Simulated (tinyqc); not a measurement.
Inside a calculation. Method: FCI on RHF in the 6-31g basis, for H-, spin multiplicity 1. The basis has no diffuse functions, so it cannot describe the extra electron: this is an exercise in the method, not the real anion. One step of it, computed by the program tinyqc.

Task: Iteration 9 (converged): orbitals. Diagonalise F' = X^T F X, C = X C', fill 1 alpha and 1 beta electrons from the bottom; D = 2 C_occ C_occ^T. Each column has its largest component positive (the first on a tie).

converged F (hartree):
```
           1H 1s      1H 2s
1H 1s   0.609643  -0.123666
1H 2s  -0.123666   0.101393
```

X:
```
           1H 1s      1H 2s
1H 1s   1.243622  -0.467072
1H 2s  -0.467072   1.243622
```

Give: F' = X^T F X; orbital energies; coefficients C; D after iteration 9.

Result:

F' = X^T F X (hartree):
```
        1       2
1   1.109  -0.631
2  -0.631   0.433
```

orbital energies (hartree): MO1 0.055, MO2 1.487

coefficients C:
```
         MO1     MO2
1H 1s  0.239   1.307
1H 2s  0.827  -1.040
```

D after iteration 9:
```
       1H 1s  1H 2s
1H 1s  0.114  0.394
1H 2s  0.394  1.367
```
